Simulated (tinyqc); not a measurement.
# Worked calculation: carrier lifetime of a p-type layer with SRH, radiative, Auger and surface recombination

tinyqc, about 0.01 s, one thread, Intel Xeon 2.30GHz (shared host): `OMP_NUM_THREADS=1 python tinyqc.py 2300122 2300123 out.jsonl` Printed values are rounded.

Uniform excess density dn = dp (no trapping), n = n0 + dn, p = p0 + dn, Boltzmann statistics, full ionisation. Surfaces enter as a rate 2 S dn/d, which holds while diffusion to them is fast.

Inputs (values chosen for the exercise); band and dielectric values close to those of gallium nitride: temperature T = 400 K; band gap Eg = 3.43 eV; conduction-band density of states at T Nc = 3.6e18 cm^-3; valence-band density of states at T Nv = 7.21e19 cm^-3; radiative coefficient B = 1.11e-10 cm^3/s; acceptor density N = 4.1e17 cm^-3; Auger coefficient (two electrons) Cn = 4.9e-31 cm^6/s; Auger coefficient (two holes) Cp = 6.6e-32 cm^6/s; trap density Nt = 1.1e11 cm^-3; capture cross-section for electrons sn = 8e-15 cm^2; capture cross-section for holes sp = 5e-14 cm^2; thermal velocity (both carriers) vth = 2e7 cm/s; trap level below the conduction band Et = 0.51 eV; surface recombination velocity (both faces) S = 2 cm/s; sample thickness d = 200 um; generation rate G = 1e22 cm^-3 s^-1.

Constants: q = 1.602176634e-19 C, kB = 1.380649e-23 J/K, Vt = kB T/q. Results are converted to the units shown.

## Equilibrium densities and SRH constants

ni = sqrt(Nc Nv) exp(-Eg/(2 Vt)), Eg in volts; majority density N/2 + sqrt(N^2/4 + ni^2), n0 p0 = ni^2; n1 = Nc exp(-Et/Vt), p1 = Nv exp((Et - Eg)/Vt); tn0 = 1/(sn vth Nt), tp0 = 1/(sp vth Nt).

ni = 0.003972555 cm^-3
n0 = 3.849071e-23 cm^-3
p0 = 4.1e17 cm^-3
n1 = 1.350782e12 cm^-3
p1 = 1.168300e-17 cm^-3
tn0 = 5.681818e-5 s
tp0 = 9.090909e-6 s

## Starting value

dn = 9e14 cm^-3.

dn at the start = 9e14 cm^-3

## Iteration 1: new dn

With e = n p - ni^2 = dn (n0 + p0 + dn): U_SRH = e/(tp0 (n + n1) + tn0 (p + p1)), U_rad = B e, U_Aug = (Cn n + Cp p) e, U_s = 2 S dn/d. Newton step on ln U(ln dn) = ln G, U the sum: k = d ln U/d ln dn (central difference over factors 1.0001), dn(new) = dn (G/U)^(1/k).

U_SRH = 1.583444e19 cm^-3 s^-1
U_rad = 4.104891e22 cm^-3 s^-1
U_Aug = 1.019211e19 cm^-3 s^-1
U_s = 1.8e17 cm^-3 s^-1
k = 1.002194
dn after iteration 1 = 2.197895e14 cm^-3

## Iteration 2: new dn

As before.

U_SRH = 3.867961e18 cm^-3 s^-1
U_rad = 1.000798e22 cm^-3 s^-1
U_Aug = 2.450801e18 cm^-3 s^-1
U_s = 4.395789e16 cm^-3 s^-1
k = 1.000537
dn after iteration 2 = 2.194748e14 cm^-3

## Course of the iteration

Stop when the step is below 1e-10 of the value, or after 40 iterations.

Course of the iteration:
```
iteration  dn before the step (cm^-3)  step (cm^-3)
1                                9e14      -6.80e14
2                         2.197895e14      -3.15e11
3                         2.194748e14       -1.21e5
4                         2.194748e14         < 1e2
```

Converged in 4 iterations.

## Lifetime, shares and quasi-Fermi splitting

converged dn = 2.194748e14 cm^-3

With e = n p - ni^2 = dn (n0 + p0 + dn): U_SRH = e/(tp0 (n + n1) + tn0 (p + p1)), U_rad = B e, U_Aug = (Cn n + Cp p) e, U_s = 2 S dn/d. tau = dn/U, shares of U, splitting Vt ln(n p/ni^2), radiative efficiency U_rad/U.

tau = 2.194748e-8 s
shares (%): SRH 0.03862, radiative 99.93646, Auger 0.02447, surface 0.00044
quasi-Fermi splitting = 2.917292 V

Radiative recombination takes the largest share. dn is 5.4e-4 times the doping: low injection.
